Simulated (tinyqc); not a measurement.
From the diamond lattice to a polar crystal: two-band k.p model of the X valleys of a zinc-blende crystal.

k along the valley axis, counted from X, c = hbar^2/2m0, e = c k^2/ml. H = [[e - D/2, i P k], [-i P k, e + D/2]] with P^2 = D0 c/ml, so E = e -/+ sqrt(D^2/4 + D0 e). For D = 0 (diamond lattice) the bands cross at X.

With x = D/D0: for x < 1 the minima lie at k_m = sqrt(ml D0 (1 - x^2)/(4 c)), the hump at X has the height dE = (D0/4)(1 - x)^2 and the mass at the minimum is ml/(1 - x^2); the mass at X is ml/(1 - 1/x), negative for x < 1. For x > 1 the minimum is at X.

Constants: hbar^2/2m0 = 3.80998211 eV angstrom^2.

Values chosen for the exercise (out of a larger set: of the order of those of cubic SiC; not measured data): D0 = 1.179 eV (coupling energy); ml = 0.463 m0 (mass along the axis from remote bands).

D is varied at fixed D0 and ml.

Results:
```
x     D (eV)  k_m (1/angstrom)  dE (meV)  mass at the minimum
0.00   0.000            0.1893    294.75                0.463
0.30   0.354            0.1805    144.43                0.509
0.60   0.707            0.1514     47.16                0.723
0.80   0.943            0.1136     11.79                1.286
0.90   1.061            0.0825      2.95                2.437
1.10   1.297            0.0000      0.00                5.093
1.30   1.533            0.0000      0.00                2.006
2.00   2.358            0.0000      0.00                0.926
4.00   4.716            0.0000      0.00                0.617
```

At D = 0 the minima lie 0.1893 1/angstrom from X under a cusp of D0/4 = 295 meV, the pattern of silicon. The hump shrinks as (1 - x)^2, faster than k_m, so at x = 0.9 it is only 2.95 meV although k_m is still 44 % of its first value. The mass diverges at x = 1 from both sides (2.44 at 0.9, 5.09 at 1.1), where the band is quartic.

Computed by tinyqc, a small Python program: `OMP_NUM_THREADS=1 python tinyqc.py 1880328 1880329 out.jsonl` (the numbers bound the seed that draws the inputs); one thread of a shared host (Intel(R) Xeon(R) Processor @ 2.30GHz), about 0.01 s for the whole set of steps.
